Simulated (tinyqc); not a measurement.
Comparisons within one model: heavy doping: gap narrowing, degeneracy and the minority density. A value that a table varies takes the place of the one given here.

F_j(eta) = (1/Gamma(j + 1)) integral_0^infinity x^j dx/(1 + exp(x - eta)), which tends to exp(eta) for eta << 0.

Empirical narrowing (Slotboom form, constants chosen for the exercise; published fits of this form give the apparent narrowing, here it is taken as the true one): dEg = E0 [ln(N/N0) + sqrt(ln(N/N0)^2 + C)].

Majority: N = Nc F_1/2(eta), eta the distance of EF beyond the majority band edge in kT. Degeneracy factor gam = F_1/2(eta)/exp(eta). ni0^2 = Nc Nv exp(-Eg/kT); product n p = ni0^2 gam exp(dEg/kT), dEg the true narrowing; apparent narrowing dEa = dEg + kT ln gam; minority density = n p/N.

Bipolar transistor with N as emitter doping: beta = K (N/NB) exp((dEa_B + dG - dEa_E)/kT), dEa_E = dEg(N) + kT ln gam, dEa_B = dEg(NB). For the sweep in T, Nc is scaled as (T/T0)^(3/2) from its value at T0 = T.

Constants: kB = 8.617333262e-05 eV/K.

Parameters, chosen for this exercise (gap and densities of states near those of GaAs at this temperature; narrowing constants of the size fitted for Si, not for this material; not measured data): Eg = 1.406 eV (gap); Nc = 4.48e+17 1/cm^3 (conduction-band density of states); Nv = 1.02e+19 1/cm^3 (valence-band density of states); T = 300 K; E0 = 9.57 meV (narrowing scale); N0 = 1.5e+17 1/cm^3 (onset density); C = 0.5 (smoothing constant); N = 1.7e+16 1/cm^3 (ionised donors, equal to the majority density); NB = 2e+16 1/cm^3 (base doping); K = 5.6 (ratio (D_B W_E)/(D_E W_B)); dG = 0 meV (extra narrowing of the base by alloying).

## Narrowing against degeneracy

N takes the values listed; the last column is N over the factor gam exp(dEg/kT), the doping that a simple model would need to give the same minority density.

Results:

| N (1/cm^3) | eta | gam | dEg (meV) | dEa (meV) | minority (1/cm^3) | effective doping (1/cm^3) |
|---|---|---|---|---|---|---|
| 1.0e+15 | -6.10 | 0.999 | 0.5 | 0.5 | 0.0112 | 9.83e+14 |
| 4.0e+15 | -4.72 | 0.997 | 0.7 | 0.6 | 0.00280 | 3.91e+15 |
| 1.0e+16 | -3.79 | 0.992 | 0.9 | 0.7 | 0.00113 | 9.75e+15 |
| 4.0e+16 | -2.38 | 0.969 | 1.7 | 0.9 | 0.000284 | 3.87e+16 |
| 1.0e+17 | -1.42 | 0.924 | 3.9 | 1.9 | 0.000118 | 9.30e+16 |
| 4.0e+17 | 0.20 | 0.732 | 21.0 | 12.9 | 4.52e-05 | 2.43e+17 |
| 1.0e+18 | 1.57 | 0.465 | 37.5 | 17.7 | 2.18e-05 | 5.04e+17 |
| 4.0e+18 | 5.03 | 0.0581 | 63.6 | -10.0 | 1.86e-06 | 5.88e+18 |
| 9.0e+18 | 8.84 | 0.00291 | 78.9 | -72.0 | 7.51e-08 | 1.46e+20 |

dEg grows steadily to 78.9 meV, while the apparent value peaks at 17.7 meV for N = 1e+18 and falls to -72.0 meV as the Fermi level enters the band. N grows by a factor 40 from the third to the sixth row and the effective doping by 24.9.

## Current gain against temperature

Gain:

| T (K) | beta | beta with dG = 0 | without narrowing |
|---|---|---|---|
| 150 | 4.98 | 4.98 | 4.76 |
| 200 | 4.90 | 4.90 | 4.76 |
| 250 | 4.86 | 4.86 | 4.76 |
| 300 | 4.84 | 4.84 | 4.76 |
| 350 | 4.82 | 4.82 | 4.76 |
| 400 | 4.81 | 4.81 | 4.76 |
| 450 | 4.80 | 4.80 | 4.76 |

dEa_B + dG - dEa_E at T0 = 0.4 meV

beta is 4.98 at 150 K and 4.8 at 450 K, since the net exponent is positive: the gap is narrower in the base. At 300 K narrowing and degeneracy change the gain by a factor 1.02. A silicon transistor with the usual heavy emitter and no alloyed base loses gain on cooling; the rise here comes from a base doped above the emitter, so that the gap of the base is narrowed more.

## What moves the minority density and the gain

All results formed anew. Each row changes one parameter from the base and keeps the others.

Results:

| case | dEg (meV) | dEa (meV) | minority (1/cm^3) | beta |
|---|---|---|---|---|
| base | 1.07 | 0.72 | 0.000664 | 4.84 |
| N = 3.4e+16 1/cm^3 | 1.53 | 0.84 | 0.000333 | 9.64 |
| E0 = 11.484 meV | 1.29 | 0.94 | 0.000669 | 4.84 |
| N0 = 3e+17 1/cm^3 | 0.82 | 0.47 | 0.000657 | 4.83 |
| Eg = 1.426 eV | 1.07 | 0.72 | 0.000306 | 4.84 |
| Nc = 5.82e+17 1/cm^3 | 1.07 | 0.80 | 0.000865 | 4.82 |
| NB = 4e+16 1/cm^3 | 1.07 | 0.72 | 0.000664 | 2.47 |

The largest shifts from the base row, up to three for each result and ties (the steps differ in size, so this ranks the rows, not the parameters). dEg (meV): N +0.46, N0 -0.25, E0 +0.21; unchanged at the printed digits by Eg, Nc and NB. dEa (meV): N0 -0.25, E0 +0.21, N +0.11; unchanged at the printed digits by Eg and NB. minority (1/cm^3): Eg -0.000357, N -0.000330, Nc +0.000201; unchanged at the printed digits by NB. beta: N +4.80, NB -2.37, Nc -0.0149; unchanged at the printed digits by E0 and Eg.

tinyqc: `OMP_NUM_THREADS=1 python tinyqc.py 1650330 1650331 out.jsonl`; about 0.01 s, one thread, shared Intel(R) Xeon(R) Processor @ 2.30GHz.
